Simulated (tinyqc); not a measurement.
From kappa back to effective Grueneisen parameter gamma: Debye-Callaway model of lattice thermal conductivity. Computed by tinyqc, a small Python program. Command: `OMP_NUM_THREADS=1 python tinyqc.py 3003549 3003550 out.jsonl callaway inv`. One thread of a shared host (Intel(R) Xeon(R) Processor @ 2.30GHz), about 0.06 s of CPU time with the checks.

Three acoustic branches with one velocity v, cut at omega_D = k_B Theta/hbar; x = hbar omega/(k_B T). v and Theta are separate inputs: Theta cuts off the heat-carrying modes, so C need not reach 3 k_B/V. gamma is an effective value that sets the umklapp rate. Heat flows along the film.

Inputs (values chosen for the exercise, for a model crystal):

| quantity | value | unit |
|---|---|---|
| sound velocity v | 4070 | m/s |
| Debye temperature Theta | 375 | K |
| volume per atom V | 12.2 | angstrom^3 |
| mean atomic mass M | 54.3 | u |
| umklapp exponent divisor b | 2 | - |
| vacancy fraction n_v | 9.1e-05 | - |
| film thickness t | 0.082 | micrometre |
| specularity p | 0.8 | - |
| normal-process factor f_N | 0.62 | - |
| temperature T | 600 | K |

Sample: film. Point defects: vacancies. Normal processes: included.

Constants: k_B = 1.380649e-23 J/K; hbar = 1.054571817e-34 J s; u = 1.6605390666e-27 kg.

Method:
- A vacancy counts as a mass defect Delta M/M = -3 (the missing mass and twice its bonds), so Gamma = 9 n_v. A = V Gamma/(4 pi v^3).
- Rates: point defects A omega^4; umklapp B omega^2 T exp(-Theta/(b T)) with B = hbar gamma^2/(M v^2 Theta); normal processes f_N B omega^2 T (T/Theta)^2. Film: the bulk time tau of each mode, from the resistive rates above, is multiplied by the Fuchs-Sondheimer factor F = (3/2) int_0^1 (1 - u^2) [1 - (1 - p) (u/d) (1 - E)/(1 - p E)] du, with E = exp(-d/u), d = t/(v tau), by 48 Gauss-Legendre points in z with u = z^4; the boundary rate is defined as 1/(F tau) - 1/tau.
- kappa_1 = c int tau_C g dx, g = x^4 e^x/(e^x - 1)^2, c = (k_B/(2 pi^2 v)) (k_B T/hbar)^3, over 0 < x < min(Theta/T, 40), by 96 Gauss-Legendre points in s with x = x_max s^2; 1/tau_C = 1/tau_R + 1/tau_N; kappa_2 = c [int (tau_C/tau_N) g dx]^2 / int (tau_C/(tau_N tau_R)) g dx; kappa = kappa_1 + kappa_2.
- Heat capacity C = 3 c int g dx / v^2; grey free path 3 kappa/(C v); the median free path v tau_C halves kappa_1 when the quadrature points are ordered by free path (each counted at half its weight, interpolated in the logarithm); likewise at 10 % and 90 %.

Task: A run gave the result below. Find the effective Grueneisen parameter gamma, known to lie between 1.2 and 2.8.

kappa = 21.64584 W/(m K)

Result:

Each step takes the trial c = (a f_b - b f_a)/(f_b - f_a), f being the result less the target and a, b, c the logarithms of the listed values; c replaces end b, the old b replaces a if the sign of f changed, and otherwise f_a is halved.

Scan of the range:

| effective Grueneisen parameter gamma | kappa (W/(m K)) |
|---|---|
| 1.20 | 40.8051 |
| 1.38 | 31.9852 |
| 1.59 | 24.8053 |
| 1.83 | 19.1586 |
| 2.11 | 14.6767 |
| 2.43 | 11.2244 |
| 2.80 | 8.5494 |

False position (Illinois rule, in the logarithm of the input) inside the bracket:

| step | end a | end b | trial | kappa (W/(m K)) |
|---|---|---|---|---|
| 1 | 1.59000 | 1.83000 | 1.72012 | 21.4814 |
| 2 | 1.59000 | 1.72012 | 1.70741 | 21.7764 |
| 3 | 1.72012 | 1.70741 | 1.71302 | 21.6454 |
| 4 | 1.70741 | 1.71302 | 1.71300 | 21.6458 |
| 5 | 1.70741 | 1.71300 | 1.71300 | 21.6458 |
| 6 | 1.71300 | 1.71300 | 1.71300 | 21.6458 |

Kappa falls at every point of a 13-point scan of the range (every second point is shown), so one value fits; it is bracketed by 1.59 and 1.83. Answer: effective Grueneisen parameter gamma = 1.713.
